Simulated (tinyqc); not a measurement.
Changing the time step dt: finite-difference solution of the diffusion equation on a small grid. Computed by tinyqc, a small Python program. Command: `OMP_NUM_THREADS=1 python tinyqc.py 3023191 3023192 out.jsonl fdiff sweep`. One thread of a shared host (Intel(R) Xeon(R) Processor @ 2.30GHz), about 0.01 s of CPU time with the checks.

dC/dt = D d2C/dx2 on nodes x_j = j dx, j = 0..8; the far end is sealed.

Inputs (values chosen for the exercise): diffusivity D = 0.091 nm^2/s; grid spacing dx = 25 nm; final time t_f = 22000 s; loss velocity h = 0.00074 nm/s.

Boundary at x = 0: surface loss. Scheme: explicit.

start values C_j, j = 0, 1, ... (% of a reference): [59.6, 100, 58.3, 22.7, 0.305, 0, 0, 0, 0]

Method:
- The operator M acts as (M C)_j = C_(j-1) - 2 C_j + C_(j+1); at the sealed far end a mirror node gives 2 C_(N-2) - 2 C_(N-1); at j = 0, the outward flux h C_0 gives 2 C_1 - (2 + 2 h dx/D) C_0.
- r = D dt/dx^2.
- With r = D dt/dx^2: (1 - theta r M) C(new) = (1 + (1 - theta) r M) C(old); theta = 0 explicit, 1 implicit, 1/2 Crank-Nicolson.
- The run takes n = round(t_f/dt) steps of length t_f/n.
- The dose is the trapezoidal sum of C dx; the error is the largest difference from exp(M D t/dx^2) C(0), the exact time evolution on the same grid.

One run for each value:
```
time step dt (s)  largest error at t_f (%)  mesh ratio r  final C_4 (%)  final dose (% nm)
85.9                               0.04750       0.01251         21.694             4424.6
171.9                              0.09510       0.02502         21.720             4423.9
343.8                              0.19059       0.05005         21.771             4422.5
687.5                              0.38270       0.10010         21.873             4419.7
1375.0                             0.77087       0.20020         22.079             4414.2
```

Over the rows, largest error at t_f (%) rises from 0.0475 to 0.771 (exponent d ln y / d ln x about 1.0 throughout). The exponent of largest error at t_f stays between 1.00 and 1.01, near 1: first order in the step.

Extremes, crossings and ranges named in words are read from the listed rows.
